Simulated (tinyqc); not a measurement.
Inputs raised by 5 %, one at a time: a particle near a wafer in liquid: double-layer and van der Waals forces (DLVO), deposition barrier and removal. Computed by tinyqc, a small Python program. Command: `OMP_NUM_THREADS=1 python tinyqc.py 3112647 3112648 out.jsonl dlvo sens`. One thread of a shared host (Intel(R) Xeon(R) Processor @ 2.30GHz), about 0.01 s of CPU time with the checks.

Sphere and flat wall, Derjaguin approximation, constant potentials in the linear-superposition form, no retardation and no hydration force.

Inputs (values chosen for the exercise, of the order of those for silica on copper in water):
```
quantity                            value   unit
particle radius R                      17     nm
Hamaker constant A                  3e-20      J
potential of the particle psi_1       -57     mV
potential of the wafer psi_2          -51     mV
salt concentration c               0.0017  mol/L
valence z of the symmetric salt         1      -
temperature T                         323      K
dielectric constant of the liquid    69.9      -
contact distance h0                   0.4     nm
contact radius over R                0.19      -
viscosity                            0.99  mPa s
```

Constants: e = 1.602176634e-19 C; N_A = 6.02214076e+23 1/mol; eps_0 = 8.8541878128e-12 F/m; k_B = 1.380649e-23 J/K; k_B = 8.617333262e-05 eV/K.

Method:
- kappa^2 = 2 z^2 e^2 N_A (1000 c)/(eps eps_0 k_B T); gamma_i = tanh(z e psi_i/(4 k_B T)); Z = 64 pi eps eps_0 (k_B T/(z e))^2 gamma_1 gamma_2.
- U(h) = Z R exp(-kappa h) - A R/(6 h); F(h) = -dU/dh = kappa Z R exp(-kappa h) - A R/(6 h^2), positive for repulsion.
- F = 0 reads x^2 exp(-x) = y with x = kappa h and y = A kappa/(6 Z); the left side peaks at x = 2 with 4/e^2 = 0.5413, so roots exist for smaller y: x < 2 is the barrier, x > 2 the secondary minimum.
- The barrier height is zero when U = 0 and F = 0 together: kappa h = 1 and kappa = 6 Z/(e A), e = 2.718282 here; c follows from kappa^2, with the potentials held fixed.
- Adhesion F_a = A R/(6 h0^2) [1 + a^2/(R h0)] - kappa Z R exp(-kappa h0), a the contact radius. Drag in a shear flow F_d = 1.7 x 6 pi mu R^2 G, acting at 1.4 R; rolling starts when 1.4 R F_d = a F_a. Wall shear stress = mu G.

Runs; columns: (1) input moved; (2) from; (3) to; (4) barrier height (k_B T); (5) critical concentration (mol/L); (6) net adhesion F_a (pN); (7) wall shear stress for rolling (Pa):
```
(1)                                      (2)       (3)     (4)      (5)     (6)    (7)
base run                                   -         -  47.660  0.18333  1303.1  19096
Hamaker constant A (J)                 3e-20  3.15e-20  47.039  0.16629  1370.4  20083
potential of the particle psi_1 (mV)     -57    -59.85  50.179  0.19894  1301.3  19070
potential of the wafer psi_2 (mV)        -51    -53.55  50.270  0.19951  1301.2  19069
salt concentration c (mol/L)          0.0017  0.001785  47.351  0.18333  1302.1  19082
temperature T (K)                        323    339.15  46.447  0.19765  1303.5  19103
contact distance h0 (nm)                 0.4      0.42  47.660  0.18333  1142.8  16748
contact radius over R                   0.19    0.1995  47.660  0.18333  1386.6  21337
```

Exponents ln(y'/y) / ln(x'/x):
```
input                            barrier height  critical concentration  net adhesion F_a  wall shear stress for rolling
Hamaker constant A                       -0.269                  -2.000             1.032                          1.032
potential of the particle psi_1           1.056                   1.675            -0.028                         -0.028
potential of the wafer psi_2              1.092                   1.734            -0.029                         -0.029
salt concentration c                     -0.133                   0.000            -0.016                         -0.016
temperature T                            -0.528                   1.541             0.007                          0.007
contact distance h0                       0.000                   0.000            -2.690                         -2.690
contact radius over R                     0.000                   0.000             1.274                          2.274
```

To which inputs is each result most sensitive?

Among the inputs moved here: barrier height answers most in size to potential of the wafer psi_2 (exponent +1.092), next to potential of the particle psi_1 (+1.056); its exponent is below 0.0005 for contact distance h0, contact radius over R. critical concentration answers most in size to Hamaker constant A (exponent -2.000), next to potential of the wafer psi_2 (+1.734); its exponent is below 0.0005 for salt concentration c, contact distance h0, contact radius over R. Its exponent -2.000 in Hamaker constant A: critical kappa goes as 1/A. net adhesion F_a answers most in size to contact distance h0 (exponent -2.690), next to contact radius over R (+1.274). Wall shear stress for rolling answers most in size to contact distance h0 (exponent -2.690), next to contact radius over R (+2.274).

Caution (all rows): kappa R is not large, so the Derjaguin approximation is only rough at gaps of the order of the Debye length.
